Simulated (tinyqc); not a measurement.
Phase shift across the band: Koster-Slater impurity in a tight-binding band, by Green functions and by supercells. Computed by tinyqc, a small Python program. Command: `OMP_NUM_THREADS=1 python tinyqc.py 3015891 3015892 out.jsonl kosterslater walk`. One thread of a shared host (Intel(R) Xeon(R) Processor @ 2.30GHz), about 0.04 s of CPU time with the checks.

One orbital per site, e(k) = -2 t sum cos(k_i) over 2 direction(s), band from -4 t to 4 t, lattice constant 1. One site has the extra energy U. Spin is left out.

Inputs (values chosen for the exercise, for a model band): hopping t = 0.86 eV; impurity potential U = 5.98 eV; broadening eta = 0.13 eV.

Lattice: square.

Method:
- Outside the band G0(E) = (2/(pi E)) K(m), m = 16 t^2/E^2, K the complete elliptic integral with parameter m.
- A bound state solves 1/U = G0(E).
- Bisection in ln(distance from the edge) between 1e-5 t and |U| + t. Weight on the impurity site: -1/(U^2 dG0/dE), by a central difference with step min(1e-4 t, distance/30). Decay length along an axis: 1/arccosh(1 + distance/(2 t)).
- Inside the band G0(z), z = E + i eta, comes from the chain form 1/(sqrt(y - 2t) sqrt(y + 2t)) (principal roots) at y = z + 2 t cos k, averaged over k in (0, pi) with 200 Gauss-Legendre points.
- delta/pi = -arg(1 - U G0)/pi counts the states added below E (Friedel); host DOS = -Im G0/pi, DOS on the impurity = -Im[G0/(1 - U G0)]/pi; 13 evenly spaced energies from -(band edge + |U| + 2t) to +(band edge + |U| + 2t).

distance from the band edge = 3.04407 eV

level E_b = 6.48407 eV

Across the spectrum:

| E (eV) | Re G0 (1/eV) | host DOS (1/eV) | DOS on the impurity (1/eV) | delta/pi |
|---|---|---|---|---|
| -11.140 | -0.09202 | 0.00036 | 0.000150 | -0.00139 |
| -9.283 | -0.11171 | 0.00054 | 0.000193 | -0.00192 |
| -7.427 | -0.14284 | 0.00090 | 0.000262 | -0.00291 |
| -5.570 | -0.20150 | 0.00193 | 0.000397 | -0.00523 |
| -3.713 | -0.40414 | 0.01437 | 0.001223 | -0.02510 |
| -1.857 | -0.30449 | 0.12149 | 0.009227 | -0.21654 |
| 0.000 | 0.00000 | 0.27455 | 0.009946 | -0.43904 |
| 1.857 | 0.30449 | 0.12149 | 0.020650 | -0.60989 |
| 3.713 | 0.40414 | 0.01437 | 0.006908 | -0.94007 |
| 5.570 | 0.20150 | 0.00193 | 0.044545 | -0.94426 |
| 7.427 | 0.14284 | 0.00090 | 0.041821 | -0.03680 |
| 9.283 | 0.11171 | 0.00054 | 0.004866 | -0.00967 |
| 11.140 | 0.09202 | 0.00036 | 0.001777 | -0.00478 |

What follows from these numbers?

delta/pi starts and ends near zero (-0.001 and -0.005): the impurity moves states but creates none. delta/pi is negative in the band, down to -0.94 among these rows (-1 just below the level for small eta), and the lost state returns at the level above the band (6.484 eV).

Extremes, crossings and ranges named in words are read from the listed rows.
